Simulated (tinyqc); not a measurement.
Resistance of a source-drain extension with a graded tip: one step of the calculation.

y runs along the channel, the gate covers y > 0. The doping is N0 for y < y0 and N0 10^(-(y - y0)/la) beyond, uniform over the depth xj. Sheet conductance s(y) = q mu(N) max(N - Nch, 0) xj + (for y > 0) ma Cox Vo, with mu(N) = u0 + (u1 - u0)/(1 + (N/Nr)^au) and Cox = eps0 eox/tox. Current is taken as one-dimensional; depletion of the tip, spreading and the contact are left out. The metallurgical junction lies at yj, where N = Nch.

Task. Resistance of the overlapped part. Midpoint rule on 11 equal steps from 0 to yj: R_ov = sum h/s(y), per width.

Parameters, values chosen for the exercise; mobility law close to that of electrons in silicon:

| symbol | value | unit | meaning |
|---|---|---|---|
| eox | 24.5 |  | relative permittivity of the gate insulator (close to zirconium oxide) |
| tox | 6.6 | nm | insulator thickness |
| N0 | 1.3e20 | cm^-3 | active doping of the extension far from the gate |
| la | 3 | nm/decade | lateral abruptness |
| y0 | 2.6 | nm | position under the gate where the fall begins (gate edge at 0) |
| xj | 7 | nm | depth of the extension |
| Nch | 6.7e17 | cm^-3 | channel doping |
| Vo | 0.63 | V | gate overdrive |
| ma | 110 | cm^2/(V s) | mobility of the gate-induced layer |
| u1 | 1414 | cm^2/(V s) | mobility at low doping |
| u0 | 68.5 | cm^2/(V s) | mobility at high doping |
| Nr | 9.2e16 | cm^-3 | reference doping |
| au | 0.711 |  | exponent |

Constants: q = 1.602176634e-19 C, eps0 = 8.8541878128e-14 F/cm where lengths are in cm. Results are converted to the units shown.

Find: y; N; doped conductance; sheet resistance; R_ov.

Result.

| point | y (nm) | N (cm^-3) | doped conductance (uS) | sheet resistance (ohm/square) |
|---|---|---|---|---|
| 0 | 0.43016 | 1.3000e20 | 1105.3 | 750.15 |
| 1 | 1.2905 | 1.3000e20 | 1105.3 | 750.15 |
| 2 | 2.1508 | 1.3000e20 | 1105.3 | 750.15 |
| 3 | 3.0111 | 9.4819e19 | 824.93 | 949.93 |
| 4 | 3.8715 | 4.8991e19 | 454.29 | 1466.1 |
| 5 | 4.7318 | 2.5313e19 | 256.60 | 2064.5 |
| 6 | 5.5921 | 1.3079e19 | 148.93 | 2654.6 |
| 7 | 6.4525 | 6.7576e18 | 88.111 | 3165.7 |
| 8 | 7.3128 | 3.4915e18 | 51.515 | 3580.5 |
| 9 | 8.1731 | 1.8040e18 | 27.118 | 3923.2 |
| 10 | 9.0334 | 9.3210e17 | 8.4047 | 4234.1 |

R_ov = 20.897 ohm um

Program tinyqc, `OMP_NUM_THREADS=1 python tinyqc.py 2282272 2282273 out.jsonl`; Intel Xeon 2.30GHz, shared host, one thread, about 0.03 s.
